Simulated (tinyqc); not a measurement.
# Undoped gate-all-around wire MOSFET, analytic charge model: what changes with what

An undoped round wire of radius R under an insulator shell and a surrounding gate; long channel, electrons only, n = ni exp((psi - V)/Vt) with V the quasi-Fermi potential (0 at the source, Vd at the drain), constant mobility, no quantisation. The radial Poisson equation gives n(r) = n(0)/(1 - (1 - b) r^2/R^2)^2 with b = Q0/(Q + Q0). Q is the electron charge per area of the wire surface.

Inputs (values chosen for the exercise); material values close to those of silicon:
```
symbol,value,unit,meaning
T,273,K,temperature
Eg,1.14,eV,band gap
eps_r,11.8,,relative permittivity of the semiconductor
Nc,2.4e19,cm^-3,conduction-band density of states at T
Nv,2.29e19,cm^-3,valence-band density of states at T
eox,3.74,,relative permittivity of the gate insulator
tox,0.87,nm,insulator thickness
R,6,nm,wire radius
dphi,0.18,V,gate work function less that of the intrinsic body
mu,760,cm^2/(V s),channel mobility
L,0.2,um,gate length
Vd,1,V,drain voltage
```

Constants: q = 1.602176634e-19 C, kB = 1.380649e-23 J/K, Vt = kB T/q, eps0 = 8.8541878128e-14 F/cm where lengths are in cm. Results are converted to the units shown.

Each table varies one quantity; the others keep the values above.

## Effect of the wire radius

ni = sqrt(Nc Nv) exp(-Eg/(2 Vt)), Eg in volts; Cox = eps0 eox/(R ln(1 + tox/R)); Q0 = 4 eps0 eps_r Vt/R; V0 = dphi + Vt ln[8 eps0 eps_r Vt/(q ni R^2)]. Q solves Vg - V0 - V = Q/Cox + Vt ln(Q/Q0) + Vt ln(1 + Q/Q0). I = mu (2 pi R/L)[2 Vt (Qs - Qd) + (Qs^2 - Qd^2)/(2 Cox) + Vt Q0 ln((Qd + Q0)/(Qs + Q0))], with Qs at V = 0 and Qd at V = Vd.  I(low) is taken at Vg = 0.45 V, Qs and I(high) at Vg = 1.2 V.

Effect of the wire radius:
```
R (nm)  V0 (V)  I(low) (nA)  Qs(high) (nC/cm^2)  I(high) (uA)
2       0.7563     0.001222                1735         18.74
2.8     0.7405     0.002395                1668         25.57
3.9     0.7249     0.004646                1620         34.96
5.5     0.7087     0.009241                1583         48.65
7.7     0.6929      0.01811                1557         67.52
11      0.6761      0.03696                1537         95.86
15      0.6615      0.06873                1525         130.3
```

What does the comparison show?

As R goes from 2 to 15 nm, I(low) rises from 0.00122 to 0.0687 nA and I(high) rises from 18.7 to 130 uA. On average I(low) goes as R^(2.00) and I(high) goes as R^(0.96). Below threshold the charge is proportional to the cross-section of the body; above it the insulator sets the charge. In every row the surface density at the source at the higher gate voltage passes 0.3 Nc, where Boltzmann statistics fail. In every row mu V/L at the higher gate voltage, with V the smaller of Vd and Vg - V0, passes 3e6 cm/s, so velocity saturation would lower the current. For R = 2 to 5.5 nm the body is thin enough for quantum confinement, left out here, to raise the threshold.

## Effect of the insulator thickness

Same model as above.

The same in every row: V0 (V) = 0.7046.

Effect of the insulator thickness:
```
tox (nm)  I(low) (nA)  Qs(high) (nC/cm^2)  I(high) (uA)
0.29          0.01100                4021         124.3
0.42          0.01100                2924         93.18
0.6           0.01100                2156         70.59
0.87          0.01100                1576         52.94
1.3           0.01100                1129         38.94
1.8           0.01100               868.4         30.52
2.6           0.01100               651.7         23.35
```

As tox goes from 0.29 to 2.6 nm, I(low) stays near 0.0110 nA and I(high) falls from 124 to 23.4 uA. On average I(low) is independent of tox and I(high) goes as tox^(-0.76). Below threshold no voltage drops over the insulator in this long-channel model, so its thickness does not matter there. In every row the surface density at the source at the higher gate voltage passes 0.3 Nc, where Boltzmann statistics fail. In every row mu V/L at the higher gate voltage, with V the smaller of Vd and Vg - V0, passes 3e6 cm/s, so velocity saturation would lower the current. In every row the body is thin enough for quantum confinement, left out here, to raise the threshold.

## Transfer curve and volume inversion

I = mu (2 pi R/L)[2 Vt (Qs - Qd) + (Qs^2 - Qd^2)/(2 Cox) + Vt Q0 ln((Qd + Q0)/(Qs + Q0))], with Qs at V = 0 and Qd at V = Vd. The drop is psi(surface) - psi(centre) at the source end; C = dQs/dVg, Cg = Cox, drop = 2 Vt ln(1 + Qs/Q0); gm = dI/dVg.

Transfer curve and volume inversion:
```
Vg (V)  Qs (nC/cm^2)  drop (mV)      C/Cg    I (uA)  gm/I (1/V)
0.4         3.896e-4   1.119e-4  4.063e-6  1.313e-6       42.51
0.49         0.01786   0.005129  1.862e-4  6.021e-5       42.50
0.58          0.8086     0.2316  0.008322  0.002743       42.23
0.66           18.27      4.974    0.1476   0.07064       37.05
0.75           140.4      29.12    0.5004    0.9508       21.15
0.84           363.3      54.98    0.6917     4.123       12.62
0.93           636.4      74.62    0.7871     10.53       8.657
1.01           901.6      88.09    0.8359     19.33       6.682
1.1             1215      100.2    0.8707     32.96       5.281
```

The current rises from 1.31e-6 to 33.0 uA. In the first row gm/I is 42.5 1/V, within 0.01 % of 1/Vt: with no depletion charge the whole body follows the gate, and the swing is ideal. The drop between surface and centre goes from 1.1e-4 to 100 mV and passes Vt at Vg = 0.75 V among the rows; below that the density varies across the body by less than a factor of e (volume inversion). C reaches 0.87 of Cg in the last row. For Vg = 0.84 to 1.1 V the surface density at the source passes 0.3 Nc, where Boltzmann statistics fail. For Vg = 0.84 to 1.1 V mu V/L, with V the smaller of Vd and Vg - V0, passes 3e6 cm/s, so velocity saturation would lower the current. In every row the body is thin enough for quantum confinement, left out here, to raise the threshold.

tinyqc, about 0.04 s, one thread, Intel Xeon 2.30GHz (shared host): `OMP_NUM_THREADS=1 python tinyqc.py 2460110 2460111 out.jsonl`
